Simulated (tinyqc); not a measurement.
Inside a calculation. Method: RHF in the 6-31g basis, for He, spin multiplicity 1. Computed by tinyqc, a small Python program that keeps every step (integrals from PySCF). Settings: charge = 0, multiplicity = 1, basis = 6-31g, energy threshold = 1e-08, iteration cap = 65, orthogonalisation = canonical, start = highest core orbitals, DIIS depth = 4, method = RHF. Command: `OMP_NUM_THREADS=1 python tinyqc.py 25882 25883 out.jsonl` (the two numbers bound the seeds that draw the settings). One thread of a shared host (Intel(R) Xeon(R) Processor @ 2.60GHz), about 0.04 s of CPU time with the checks. Later iterations appear only in the table of the cycle.

## One-electron integrals

Geometry (angstrom):
```
atom       x       y       z
He    0.0000  0.0000  0.0000
```

Basis 6-31g: exponents (1/bohr^2) and contraction coefficients of normalised primitives:
```
element  l (shell)  exponent  coefficient
He           s (1)   38.4216       0.0401
He           s (1)    5.7780       0.2612
He           s (1)    1.2418       0.7932
He           s (2)    0.2980       1.0000
```

Overlap, kinetic and nuclear-attraction integrals over the contracted functions; the nuclear repulsion is the sum of Za Zb / Rab.

nuclear repulsion = 0 hartree

overlap S:
```
        1He 1s  1He 2s
1He 1s  1.0000  0.6341
1He 2s  0.6341  1.0000
```

kinetic energy T (hartree):
```
        1He 1s  1He 2s
1He 1s  2.9257  0.4672
1He 2s  0.4672  0.4469
```

nuclear attraction V (hartree):
```
         1He 1s   1He 2s
1He 1s  -4.8053  -2.0136
1He 2s  -2.0136  -1.7421
```

core Hamiltonian H = T + V (hartree):
```
         1He 1s   1He 2s
1He 1s  -1.8796  -1.5464
1He 2s  -1.5464  -1.2952
```

## Two-electron integrals

Functions are numbered as in S; the eight-fold symmetry (ij|kl) = (ji|kl) = (kl|ij) leaves the list below.

Two-electron integrals (ij|kl) in chemists' order, unique and non-zero (hartree):
```
(11|11) 1.5439   (21|11) 0.7854   (21|21) 0.4270   (22|11) 0.8040
(22|21) 0.4762   (22|22) 0.6159
```

## Orthogonalisation

S = U s U^T; canonical form X = U s^(-1/2), so that X^T S X = 1. Each column of U has its largest component positive (the first on a tie).

eigenvalues of S: 0.3659  1.6341

X:
```
              1       2
1He 1s   1.1690  0.5531
1He 2s  -1.1690  0.5531
```

## Starting guess

The start is the highest orbitals of the core Hamiltonian (a deliberately bad start); D = 2 C_occ C_occ^T.

D at the start:
```
         1He 1s   1He 2s
1He 1s   2.1517  -2.6036
1He 2s  -2.6036   3.1505
```

## Iteration 1: building the Fock matrix

J_ij = sum D_kl (ij|kl), K_ij = sum D_kl (ik|jl); F = H + J - 0.5 K; E = tr D H + tr D J / 2 - 0.25 tr D K + E_nn.

Coulomb J (hartree):
```
        1He 1s  1He 2s
1He 1s  1.7649  0.9666
1He 2s  0.9666  1.1907
```

exchange K (hartree):
```
         1He 1s   1He 2s
1He 1s   0.5774  -0.0147
1He 2s  -0.0147   0.3797
```

Fock matrix F (hartree):
```
         1He 1s   1He 2s
1He 1s  -0.4034  -0.5724
1He 2s  -0.5724  -0.2943
```

total energy of this density = 0.556516 hartree

## Iteration 1: diagonalisation and new density

Diagonalise F' = X^T F X, C = X C', fill 1 alpha and 1 beta electrons from the bottom; D = 2 C_occ C_occ^T. Each column has its largest component positive (the first on a tie).

F' = X^T F X (hartree):
```
         1        2
1   0.6110  -0.0706
2  -0.0706  -0.5638
```

orbital energies (hartree): MO1 -0.5680, MO2 0.6152

coefficients C:
```
           MO1      MO2
1He 1s  0.6220  -1.1339
1He 2s  0.4823   1.2000
```

D after iteration 1:
```
        1He 1s  1He 2s
1He 1s  0.7738  0.6000
1He 2s  0.6000  0.4653
```

## Iteration 2: building the Fock matrix

As before.

Coulomb J (hartree):
```
        1He 1s  1He 2s
1He 1s  2.5112  1.3417
1He 2s  1.3417  1.4801
```

exchange K (hartree):
```
        1He 1s  1He 2s
1He 1s  2.3359  1.5679
1He 2s  1.5679  1.1884
```

Fock matrix F (hartree):
```
         1He 1s   1He 2s
1He 1s  -0.5363  -0.9886
1He 2s  -0.9886  -0.4093
```

total energy of this density = -2.852229 hartree

## Iteration 2: DIIS over 2 matrices

error matrix X^T (FDS - SDF) X:
```
         1       2
1   0.0000  0.1117
2  -0.1117  0.0000
```

B (overlaps of the stored error matrices):
```
                1               2
1   2.0922792e-01  -7.2285515e-02
2  -7.2285515e-02   2.4973701e-02
```

Minimise |sum c_i e_i|^2 with sum c_i = 1: solve [B -1; -1 0][c; lambda] = [0; -1] with B_ij = tr e_i^T e_j, and take F = sum c_i F_i.

DIIS coefficients: 0.2568  0.7432

extrapolated F (hartree):
```
         1He 1s   1He 2s
1He 1s  -0.5022  -0.8817
1He 2s  -0.8817  -0.3798
```

## Iteration 2: diagonalisation and new density

As before.

F' = X^T F X (hartree):
```
         1        2
1   1.2047  -0.0792
2  -0.0792  -0.8094
```

orbital energies (hartree): MO1 -0.8125, MO2 1.2078

coefficients C:
```
           MO1      MO2
1He 1s  0.5986  -1.1465
1He 2s  0.5069   1.1898
```

D after iteration 2:
```
        1He 1s  1He 2s
1He 1s  0.7165  0.6068
1He 2s  0.6068  0.5139
```

## Iteration 3: building the Fock matrix

As before.

Coulomb J (hartree):
```
        1He 1s  1He 2s
1He 1s  2.4726  1.3257
1He 2s  1.3257  1.4705
```

exchange K (hartree):
```
        1He 1s  1He 2s
1He 1s  2.2789  1.5545
1He 2s  1.5545  1.2004
```

Fock matrix F (hartree):
```
         1He 1s   1He 2s
1He 1s  -0.5465  -0.9979
1He 2s  -0.9979  -0.4249
```

total energy of this density = -2.855024 hartree

## Iteration 3: DIIS over 3 matrices

error matrix X^T (FDS - SDF) X:
```
         1       2
1   0.0000  0.0241
2  -0.0241  0.0000
```

B (overlaps of the stored error matrices), lower triangle:
```
                1              2              3
1   2.0922792e-01
2  -7.2285515e-02  2.4973701e-02
3  -1.5600630e-02  5.3898139e-03  1.1632274e-03
```

As before.

DIIS coefficients: 0.1794  0.4362  0.3845

extrapolated F (hartree):
```
         1He 1s   1He 2s
1He 1s  -0.5164  -0.9175
1He 2s  -0.9175  -0.3947
```

## Iteration 3: diagonalisation and new density

As before.

F' = X^T F X (hartree):
```
         1        2
1   1.2628  -0.0787
2  -0.0787  -0.8402
```

orbital energies (hartree): MO1 -0.8432, MO2 1.2657

coefficients C:
```
           MO1      MO2
1He 1s  0.5964  -1.1476
1He 2s  0.5091   1.1889
```

D after iteration 3:
```
        1He 1s  1He 2s
1He 1s  0.7114  0.6073
1He 2s  0.6073  0.5184
```

## Iteration 7 (converged): orbitals

converged F (hartree):
```
         1He 1s   1He 2s
1He 1s  -0.5492  -1.0004
1He 2s  -1.0004  -0.4292
```

As before.

F' = X^T F X (hartree):
```
         1        2
1   1.3973  -0.0776
2  -0.0776  -0.9115
```

orbital energies (hartree): MO1 -0.9141, MO2 1.3999

coefficients C:
```
           MO1      MO2
1He 1s  0.5921  -1.1498
1He 2s  0.5136   1.1870
```

D after iteration 7:
```
        1He 1s  1He 2s
1He 1s  0.7011  0.6082
1He 2s  0.6082  0.5275
```

## Convergence

Stop when the energy changes by less than 1e-08 hartree and every element of the error matrix X^T (F D S - S D F) X is below 3e-05.

Course of the cycle:
```
iteration  E (hartree)     change  largest element of the error matrix
1             0.556516          -                             3.23e-01
2            -2.852229  -3.41e+00                             1.12e-01
3            -2.855024  -2.79e-03                             2.41e-02
4            -2.855100  -7.52e-05                             1.61e-02
5            -2.855124  -2.46e-05                             1.24e-02
6            -2.855160  -3.62e-05                             1.50e-05
7            -2.855160  -5.27e-11                             4.35e-07
```

PySCF RHF in the same basis = -2.855160 hartree

Converged in 7 iterations.

## Populations

Mulliken: Z minus the diagonal of D S on the atom; Loewdin: the same with S^(1/2) D S^(1/2).

Charges (e):
```
atom  Mulliken  Loewdin
1He          0        0
```
